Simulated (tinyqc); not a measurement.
Length of a molecular wire: coherent transport through a tight-binding bridge. Computed by the program tinyqc. 

A uniform bridge between two chains:
```
parameter                      value
site energy (eV)            0.280000
hopping in the bridge (eV)  0.610000
lead hopping (eV)           2.520000
couplings (eV)              0.4, 0.7
E (eV)                      0.330000
```

T = Gamma_L Gamma_R |G_1n|^2 with the self-energies of semi-infinite chains.

Transmission against length:
```
sites           T    ln T
2      1.2483e-01  -2.081
3      6.7714e-01  -0.390
4      1.2723e-01  -2.062
5      5.9851e-01  -0.513
6      1.3116e-01  -2.031
7      5.1376e-01  -0.666
8      1.3679e-01  -1.989
9      4.3550e-01  -0.831
10     1.4436e-01  -1.935
```

E lies inside the band of the bridge (|E - e|/2h = 0.041 < 1): T does not decay but oscillates with length, between 0.125 and 0.677 here, as levels of the bridge pass E.
